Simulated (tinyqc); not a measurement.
# Worked calculation: undoped gate-all-around wire MOSFET, analytic charge model

Program tinyqc, `OMP_NUM_THREADS=1 python tinyqc.py 2460152 2460153 out.jsonl`; Intel Xeon 2.30GHz, shared host, one thread, about 0.03 s. Printed values are rounded.

An undoped round wire of radius R under an insulator shell and a surrounding gate; long channel, electrons only, n = ni exp((psi - V)/Vt) with V the quasi-Fermi potential (0 at the source, Vd at the drain), constant mobility, no quantisation. The radial Poisson equation gives n(r) = n(0)/(1 - (1 - b) r^2/R^2)^2 with b = Q0/(Q + Q0). Q is the electron charge per area of the wire surface.

Inputs (values chosen for the exercise); material values close to those of silicon: temperature T = 300 K; band gap Eg = 1.12 eV; relative permittivity of the semiconductor eps_r = 11.6; conduction-band density of states at T Nc = 2.83e19 cm^-3; valence-band density of states at T Nv = 2.65e19 cm^-3; relative permittivity of the gate insulator eox = 23.8; insulator thickness tox = 5.1 nm; wire radius R = 4 nm; gate work function less that of the intrinsic body dphi = -0.03 V; channel mobility mu = 540 cm^2/(V s); gate length L = 2 um; gate voltage Vg = 1.24 V; drain voltage Vd = 0.8 V.

Constants: q = 1.602176634e-19 C, kB = 1.380649e-23 J/K, Vt = kB T/q, eps0 = 8.8541878128e-14 F/cm where lengths are in cm. Results are converted to the units shown.

Range of the model: In a wire this thin, quantum confinement raises the threshold; it is left out. The surface density at the source passes 0.3 Nc, where Boltzmann statistics fail.

## Constants of the wire

ni = sqrt(Nc Nv) exp(-Eg/(2 Vt)), Eg in volts; Cox = eps0 eox/(R ln(1 + tox/R)); Q0 = 4 eps0 eps_r Vt/R; V0 = dphi + Vt ln[8 eps0 eps_r Vt/(q ni R^2)].

ni = 1.07135e10 cm^-3
Cox = 6.40921 uF/cm^2
Q0 = 265.522 nC/cm^2
V0 = 0.499097 V

## Iteration 1: charge at the source by Newton steps in y = ln(Q/Q0)

y at the start = 3

With V = 0 and Q = Q0 exp(y): f = Q/Cox + Vt y + Vt ln(1 + Q/Q0) - (Vg - V0); df/dy = Q/Cox + Vt (1 + Q/(Q + Q0)); y(new) = y - f/(df/dy).

Q = 5333.16 nC/cm^2
f = 0.247573 V
df/dy = 0.882586 V
y after iteration 1 = 2.71949

## Iteration 2: charge at the source by Newton steps in y = ln(Q/Q0)

As before.

Q = 4028.66 nC/cm^2
f = 0.0299294 V
df/dy = 0.678680 V
y after iteration 2 = 2.67539

## Course of the iteration: charge at the source by Newton steps in y = ln(Q/Q0)

Stop when y changes by less than 1e-11, or after 60 iterations.

Course of the iteration:
```
iteration        y  |change|
1          2.71949     0.281
2          2.67539    0.0441
3          2.67447   9.27e-4
4          2.67446   3.98e-7
5          2.67446  7.28e-14
```

Converged in 5 iterations. At the end the number of correct digits about doubles with each step.

## Drain current and line charge

Qs = 3851.29 nC/cm^2
Qd = 21.8607 nC/cm^2

Q solves Vg - V0 - V = Q/Cox + Vt ln(Q/Q0) + Vt ln(1 + Q/Q0). I = mu (2 pi R/L)[2 Vt (Qs - Qd) + (Qs^2 - Qd^2)/(2 Cox) + Vt Q0 ln((Qd + Q0)/(Qs + Q0))], with Qs at V = 0 and Qd at V = Vd. Electrons per length at the source: 2 pi R Qs/q; surface over centre density: (1 + Qs/Q0)^2.

first term = 1.34357 uA
second term = 7.85177 uA
third term = -0.123997 uA
I = 9.07135 uA
electrons per length = 6.04137 1/nm
surface over centre density = 240.392

The square-law term makes up 86.6 % of the current.
